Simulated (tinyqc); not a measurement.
# Random telegraph noise from one oxide trap in a small MOSFET: time constants and noise against gate voltage

An acceptor-like trap exchanges electrons with the channel. Inversion charge Q = Cox u, u = n Vt W0(exp((Vg - VT)/(n Vt))), W0 the Lambert function, n = nf, Cox = eps0 eox/tox; linear regime Id = (W/L) mu Q Vd. Relative to threshold the surface potential rises by Vt ln(u/u0) and the oxide voltage by the rest of Vg - VT, with u0 = n Vt W0(1).

N = Cox u/q; dpsi = Vt ln(u/u0); E = E0 - dpsi - (xt/tox)(Vg - VT - dpsi); capture time tc = 1/[(N/zi) vth s0 exp(-xt/lt - EB/Vt)]; emission time te = tc exp(-E/Vt); occupancy te/(tc + te). A = W L; threshold step dV = q (1 - xt/tox)/(Cox A); gm/Id = 1/(u + n Vt); relative step dI/I = (gm/Id) dV + asc mu/A. fc = (1/tc + 1/te)/(2 pi); rms = (dI/I) sqrt(tc te)/(tc + te).

Inputs (values chosen for the exercise); values of the order met in silicon transistors: temperature T = 300 K; relative permittivity of the gate insulator (close to zirconium oxide) eox = 24.4; insulator thickness tox = 5.4 nm; depth of the trap from the channel interface xt = 1.1 nm; trap level above the channel Fermi level at threshold E0 = 0.08 eV; capture prefactor s0 = 5e-16 cm^2; capture barrier (lattice relaxation) EB = 0.54 eV; tunnelling decay length lt = 0.12 nm; thermal velocity vth = 1.5e7 cm/s; thickness of the inversion layer zi = 2.6 nm; threshold voltage VT = 0.55 V; body factor nf = 1.34; gate width W = 90 nm; gate length L = 110 nm; mobility mu = 360 cm^2/(V s); scattering coefficient of the charged trap asc = 3.2e-16 V s; drain voltage Vd = 0.05 V.

Constants: q = 1.602176634e-19 C, kB = 1.380649e-23 J/K, Vt = kB T/q, eps0 = 8.8541878128e-14 F/cm where lengths are in cm. Results are converted to the units shown.

Results:
```
Vg (V)    E (eV)  tc (s)  te (s)  occupancy  dI/I (%)   fc (Hz)  rms dI/I (%)
0.5       0.1122    2327   30.30    0.01286    0.8949  0.005320        0.1008
0.56     0.07430   667.5   37.70    0.05346    0.6706  0.004460        0.1508
0.62     0.04478   288.2   50.98     0.1503    0.4782  0.003674        0.1709
0.68     0.02107   164.9   72.99     0.3068    0.3648  0.003146        0.1682
0.74    6.810e-4   110.9   108.0     0.4934    0.2994  0.002908        0.1497
0.8     -0.01773   82.10   163.0     0.6651    0.2592  0.002915        0.1223
0.92    -0.05119   53.00   383.9     0.8787    0.2139  0.003418       0.06983
0.98    -0.06687   44.79   595.1     0.9300    0.2001  0.003821       0.05106
```

Estimate the missing row, Vg = 0.86 V.

Computed row:
```
Vg (V)    E (eV)  tc (s)  te (s)  occupancy  dI/I (%)   fc (Hz)  rms dI/I (%)
0.86    -0.03489   64.60   249.1     0.7941    0.2326  0.003102       0.09404
```

With this row back in the table: tc falls from 2330 to 44.8 s as the channel fills and te rises from 30.3 to 595 s; they are equal at Vg = 0.742 V, where E = 0. The rms noise goes from 0.101 through a maximum of 0.171 (at Vg = 0.62 V among the rows listed) to 0.0511 %. The slope -Vt d ln(tc/te)/dVg is 0.632 between the first two rows and 0.261 between the last two; it tends to xt/tox = 0.204 only when the surface potential stops moving.

Range of the model: VT is taken as given; short-channel effects and the uneven flow of current among few electrons are left out.

Numbers from tinyqc (`OMP_NUM_THREADS=1 python tinyqc.py 2710148 2710149 out.jsonl`; about 0.01 s on one thread of a shared Intel Xeon 2.30GHz).
